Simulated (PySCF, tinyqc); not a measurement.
Worked calculation: CIS on RHF in the sto-3g basis, frozen core, for BeH+, spin multiplicity 1. The lowest restricted solution is unstable here: a spin-polarised one lies 0.0069 hartree lower (PySCF). One step of it, computed by the program tinyqc.

Problem. CIS matrix, singlets. A(ia,jb) = (e_a - e_i) d_ij d_ab + 2 (ia|jb) - (ij|ab).

orbital energies (hartree): MO1 -4.990617, MO2 -0.647099, MO3 -0.252162, MO4 -0.123407, MO5 -0.123407, MO6 0.101092

Two-electron integrals over orbitals (pq|rs), unique and non-zero (hartree); the lowest 1 orbital is frozen and left out:
```
(22|22) 0.454663    (32|22) -0.065340   (32|32) 0.064065    (33|22) 0.327418
(33|32) 0.032017    (33|33) 0.424896    (42|42) 0.045838    (43|42) 0.034782
(43|43) 0.048183    (44|22) 0.348114    (44|32) 0.041226    (44|33) 0.381385
(44|44) 0.449859    (52|52) 0.045838    (53|52) 0.034782    (53|53) 0.048183
(54|54) 0.024249    (55|22) 0.348114    (55|32) 0.041226    (55|33) 0.381385
(55|44) 0.401360    (55|55) 0.449859    (62|22) 0.019367    (62|32) -0.056096
(62|33) -0.008019   (62|44) -0.069235   (62|55) -0.069235   (62|62) 0.117258
(63|22) -0.056867   (63|32) 0.060260    (63|33) 0.050190    (63|44) 0.037385
(63|55) 0.037385    (63|62) -0.061149   (63|63) 0.077065    (64|42) -0.025255
(64|43) -0.007534   (64|64) 0.022180    (65|52) -0.025255   (65|53) -0.007534
(65|65) 0.022180    (66|22) 0.461163    (66|32) -0.069520   (66|33) 0.355432
(66|44) 0.351254    (66|55) 0.351254    (66|62) 0.045505    (66|63) -0.060169
(66|66) 0.497944
```

Give: CIS matrix A, singlet.

Solution.

CIS matrix A, singlet (hartree):
```
         2>3     2>4     2>5      2>6
2>3   0.1956  0.0000  0.0000  -0.0553
2>4   0.0000  0.2673  0.0000   0.0000
2>5   0.0000  0.0000  0.2673   0.0000
2>6  -0.0553  0.0000  0.0000   0.5215
```
